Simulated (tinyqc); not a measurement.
Potential-pH (Pourbaix) lines of a metal, its cation, its oxide and an oxyanion, with a complexing ligand: one step, computed by the program tinyqc. Command: `OMP_NUM_THREADS=1 python tinyqc.py 3025120 3025121 out.jsonl pourb walk`. One thread of a shared host (Intel(R) Xeon(R) Processor @ 2.30GHz), about 0.01 s of CPU time with the checks.

Potentials are against the standard hydrogen electrode; solids and water have unit activity; dG_f of M, H+ and the electron is zero; F = e N_A and s = R T ln(10)/F. The cation carries z = 2.

Task: Standard potentials. M2+ + 2e = M; MO + 2H+ + 2e = M + H2O; MO2(2-) + 4H+ + 2e = M + 2H2O. For each, E0 = -dG/(z F), and E = E0 + (s/z) log10 a - (s n_H/z) pH, with no activity term for the oxide.

Inputs (values chosen for the exercise, modelled on tin): dG_f of the cation = -26.83 kJ/mol; dG_f of the oxide = -250.62 kJ/mol; dG_f of the oxyanion = -306.62 kJ/mol; dG_f of water = -237.14 kJ/mol; temperature T = 298.15 K.

Species: M, M2+, MO, MO2(2-).

Constants: R = 8.314462618 J/(mol K); e = 1.602176634e-19 C; N_A = 6.02214076e+23 1/mol.

Give: s; E0.

Result:

s = 0.059159 V

E0 (V): cation -0.13904, oxide -0.06986, oxyanion 0.86884

The metal is less noble than hydrogen.
